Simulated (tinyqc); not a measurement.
Grain growth, pinning, strength and diffusional creep of a polycrystal or thin film: one step, computed by the program tinyqc.

One mean grain size d describes the structure.

Problem. Grain size after the anneal. dd/dt = 2 M gamma (1/d - 1/d_lim) integrates to 2 M gamma t = d_lim (d0 - d) + d_lim^2 ln[(d_lim - d0)/(d_lim - d)]; without pinning d^2 = d0^2 + 4 M gamma t.

Inputs (values chosen for the exercise, modelled on nickel):
```
quantity,value,unit
boundary energy gamma,0.83,J/m^2
anneal temperature T,484,K
anneal time t,5300,s
initial grain size d0,16,nm
```

mobility M = 4.000072e-19 m^4/(J s)

limit d_lim = 155.2082 nm

Give: size without pinning; grain size d.

Solution.

size without pinning = 85.41 nm

grain size d = 70.59 nm

Pinning holds d to 83 % of the free value.
